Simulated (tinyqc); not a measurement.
Reverse leakage of an n+-p junction: diffusion, generation, trap-assisted and band-to-band tunnelling: one step of the calculation.

One-sided abrupt junction in the depletion approximation, x from the junction (0) to W on the p side, field F = F0 (1 - x/W). Flat quasi-Fermi levels, long p side. Traps generate through SRH with both lifetimes shortened by 1 + Gamma (Hurkx enhancement, form for moderate fields); band-to-band generation is local and needs a total bending above Eg.

Task. Current components. u = (Vbi + VR)(1 - x/W)^2, p = Na exp(-u/Vt), n = Nd exp((u - Vbi - VR)/Vt); G0 = ni^2 (1 - exp(-VR/Vt))/(tau (n + p + 2 ni cosh(Et/Vt))); Gamma = 2 sqrt(3 pi)(F/FG) exp((F/FG)^2); trap-assisted part G0 Gamma; G_bb = Ab F^2.5 exp(-Bb/F) with F in V/cm, zero unless Vbi + VR > Eg, and counted as zero under 1 cm^-3 s^-1. 16 equal steps.

Each current is q times the trapezoid sum of its rate; J adds J_diff; J_bb under 1e-8 of the sum is given as 0.

Constants: q = 1.602176634e-19 C. Results are converted to the units shown.

x, point 0 to 16 (nm): [0.00000, 8.60225, 17.20451, 25.80676, 34.40902, 43.01127, 51.61353, 60.21578, 68.81804, 77.42029, 86.02255, 94.62480, 103.22706, 111.82931, 120.43157, 129.03382, 137.63608]
G0, point 0 to 16 (cm^-3 s^-1): [1824.6295, 7.9685552e10, 3.3759524e14, 3.3769712e14, 3.3769712e14, 3.3769712e14, 3.3769712e14, 3.3769712e14, 3.3769707e14, 3.3747721e14, 1.6535251e14, 6.2900476e11, 3.8133349e9, 7.1792498e7, 4.2050533e6, 7.6627900e5, 4.3443559e5]
G0 Gamma, point 0 to 16 (cm^-3 s^-1): [1.9899328e5, 6.0685299e12, 1.8216274e16, 1.3091278e16, 9.5290523e15, 7.0201200e15, 5.2274376e15, 3.9275525e15, 2.9703913e15, 2.2523545e15, 8.3600285e14, 2.3871228e12, 1.0628561e10, 1.4041781e8, 5.2286471e6, 4.6301422e5, 0]
G_bb, point 0 to 16 (cm^-3 s^-1): [3.7310710e10, 1.8753941e9, 6.2228761e7, 1.2396708e6, 13065.946, 61.337420, 0, 0, 0, 0, 0, 0, 0, 0, 0, 0, 0]
J_diff = 9.7941868e-17 A/cm^2

Give: J_SRH; J_TAT; J_bb; J.

Result.

J_SRH = 3.9518e-10 A/cm^2
J_TAT = 8.6937e-9 A/cm^2
J_bb = 2.8384e-15 A/cm^2
J = 9.0889e-9 A/cm^2

Range of the model: The n+ side is degenerate, so Vbi from Boltzmann statistics is only a guide.

tinyqc, about 0.01 s, one thread, Intel Xeon 2.30GHz (shared host): `OMP_NUM_THREADS=1 python tinyqc.py 2290124 2290125 out.jsonl`
